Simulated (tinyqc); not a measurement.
Two-band k.p model of the Delta valleys near the X point under shear strain, step by step. Values are carried at full precision from step to step, so a last printed digit may differ when a step is redone from the rounded ones.

Constants: hbar^2/2m0 = 3.80998211 eV angstrom^2.

Values chosen for the exercise (near those of Si; not measured data):

| symbol | value | unit | meaning |
|---|---|---|---|
| a | 5.439 | angstrom | lattice constant |
| ml | 0.918 | m0 | longitudinal mass |
| mt | 0.204 | m0 | transverse mass |
| kx0 | 0.149 | 2 pi/a | distance of the minimum from X |
| D | 12.9 | eV | shear deformation potential |
| Mp | 0.239 | m0 | coupling mass |
| exy | -0.0086 |  | shear strain |
| k | (0.073, 0.054, 0.19) | 1/angstrom | wave vector from X |

## Scales

k0 = kx0 2 pi/a; Delta = 2 c k0^2/ml with c = hbar^2/2m0, half the splitting of the two bands at k0; eta = D exy/Delta measures the shear coupling against it.

k0 = 0.17213 1/angstrom
Delta = 0.24593 eV
eta = -0.4511
splitting of the two bands at X, 2 |D exy| = 0.2219 eV

## The Hamiltonian at one k

Valley pair on the [001] axis, kz counted from the X point, c = hbar^2/2m0, k0 = kx0 2 pi/a. H = (c kz^2/ml + c (kx^2 + ky^2)/mt + c k0^2/ml) 1 + (2 c k0 kz/ml) sigma_z + (D exy - 2 c kx ky/Mp) sigma_x, so E = c kz^2/ml + c (kx^2 + ky^2)/mt + c k0^2/ml -/+ sqrt((2 c k0 kz/ml)^2 + (D exy - 2 c kx ky/Mp)^2). Without strain the lower band has its minima, E = 0, at kz = +/- k0. Shifts from diagonal strain are left out.

Fill in the 2 x 2 matrix (sigma_z diagonal) and give its levels.

H(k) (eV):
```
         1        2
1   0.6982  -0.2366
2  -0.2366   0.1553
```

levels (eV): 0.0667  0.7869

## Position, depth and masses of the minimum

For |eta| < 1: k_min = k0 sqrt(1 - eta^2), E_min = -Delta eta^2/2, ml(eta) = ml/(1 - eta^2), 1/m[110] = 1/mt + eta/Mp, 1/m[1-10] = 1/mt - eta/Mp. For |eta| > 1 the minimum sits at X: E_min = -Delta (2 |eta| - 1)/2, ml(eta) = ml/(1 - 1/|eta|), and eta is replaced by its sign in the transverse masses.

k_min = 0.1536 1/angstrom
E_min = -25.02 meV
ml(eta) = 1.153 m0

masses along [110] and [1-10] (m0): 0.3317  0.1473

The minimum has moved 10.8 % of the way to X; electrons are lighter along [1-10] (-27.8 % against mt) and heavier across (+62.6 %).

## The two bands along kz

kx = ky = 0, kz from 0 to 1.6 k0 in steps of 0.2 k0, with and without the strain.

Levels (eV):

| kz/k0 | kz (1/angstrom) | lower | upper | lower, no strain | upper, no strain |
|---|---|---|---|---|---|
| 0.0 | 0.0000 | 0.0120 | 0.2339 | 0.1230 | 0.1230 |
| 0.2 | 0.0344 | 0.0065 | 0.2492 | 0.0787 | 0.1771 |
| 0.4 | 0.0689 | -0.0056 | 0.2909 | 0.0443 | 0.2410 |
| 0.6 | 0.1033 | -0.0174 | 0.3518 | 0.0197 | 0.3148 |
| 0.8 | 0.1377 | -0.0242 | 0.4275 | 0.0049 | 0.3984 |
| 1.0 | 0.1721 | -0.0239 | 0.5157 | 0.0000 | 0.4919 |
| 1.2 | 0.2066 | -0.0152 | 0.6153 | 0.0049 | 0.5951 |
| 1.4 | 0.2410 | 0.0022 | 0.7257 | 0.0197 | 0.7083 |
| 1.6 | 0.2754 | 0.0289 | 0.8466 | 0.0443 | 0.8312 |

## Checks

- Depth of the minimum by numerical search against the closed form (eV): both -0.025023.
- Mass along [110] by finite differences against the closed form: both 0.3317.

Run: tinyqc, `OMP_NUM_THREADS=1 python tinyqc.py 1050013 1050014 out.jsonl`; Intel(R) Xeon(R) Processor @ 2.30GHz, one thread, shared host; about 0.01 s of CPU time with all checks.
